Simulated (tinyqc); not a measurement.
Non-radiative capture by multiphonon emission, one effective mode: one step, computed by the program tinyqc. Command: `OMP_NUM_THREADS=1 python tinyqc.py 3018884 3018885 out.jsonl capture walk`. One thread of a shared host (Intel(R) Xeon(R) Processor @ 2.30GHz), about 0.01 s of CPU time with the checks.

The initial state (free carrier plus empty centre) lies dE above the final state; both have the same frequency and are displaced by dQ.

Task: Geometry of the two curves. dQ = sqrt(2 S (hbar^2/u)/hbar omega); relaxation energy lambda = S hbar omega; phonons needed P = dE/hbar omega; classical barrier E_b = (dE - lambda)^2/(4 lambda); occupation n = 1/(exp(hbar omega/k_B T) - 1).

Inputs (values chosen for the exercise, with mass, screening and phonons like those of InP):
```
quantity                  value  unit
energy released dE        0.119    eV
phonon energy hbar omega   19.9   meV
Huang-Rhys factor S        1.25     -
temperature T               400     K
```

Centre: repulsive.

Constants: hbar^2/u = 4.18015928e-03 eV angstrom^2; k_B = 8.617333262e-05 eV/K.

Give: dQ; lambda; P; classical barrier E_b; occupation n.

Result:

dQ = 0.7247 u^(1/2) angstrom

lambda = 0.024875 eV

P = 5.980

classical barrier E_b = 0.08904 eV

occupation n = 1.280

dE exceeds lambda: the inverted case usual for deep centres, in which the curves cross on the far side of the initial minimum.
